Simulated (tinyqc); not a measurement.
LCCD on RHF in the sto-3g basis, for BeH+, spin multiplicity 1, step by step. One step of it, computed by the program tinyqc.

Problem. Orthogonalisation. S = U s U^T; symmetric (Loewdin) form X = U s^(-1/2) U^T, so that X^T S X = 1.

overlap S, order 1Be 1s, 1Be 2s, 1Be 2px, 1Be 2py, 1Be 2pz, 2H 1s:
$$\begin{pmatrix}
1.000000 & 0.259517 & 0.000000 & 0.000000 & 0.000000 & 0.060213 \\
0.259517 & 1.000000 & 0.000000 & 0.000000 & 0.000000 & 0.433926 \\
0.000000 & 0.000000 & 1.000000 & 0.000000 & 0.000000 & 0.000000 \\
0.000000 & 0.000000 & 0.000000 & 1.000000 & 0.000000 & 0.000000 \\
0.000000 & 0.000000 & 0.000000 & 0.000000 & 1.000000 & 0.506890 \\
0.060213 & 0.433926 & 0.000000 & 0.000000 & 0.506890 & 1.000000
\end{pmatrix}$$

Give: eigenvalues of S; X.

Solution.

eigenvalues of S: [0.3229, 0.7940, 1.0000, 1.0000, 1.1753, 1.7077]

X, order 1Be 1s, 1Be 2s, 1Be 2px, 1Be 2py, 1Be 2pz, 2H 1s:
$$\begin{pmatrix}
1.0277 & -0.1455 & 0.0000 & 0.0000 & -0.0113 & 0.0225 \\
-0.1455 & 1.1391 & 0.0000 & 0.0000 & 0.1286 & -0.3184 \\
0.0000 & 0.0000 & 1.0000 & 0.0000 & 0.0000 & 0.0000 \\
0.0000 & 0.0000 & 0.0000 & 1.0000 & 0.0000 & 0.0000 \\
-0.0113 & 0.1286 & 0.0000 & 0.0000 & 1.1470 & -0.3651 \\
0.0225 & -0.3184 & 0.0000 & 0.0000 & -0.3651 & 1.2558
\end{pmatrix}$$
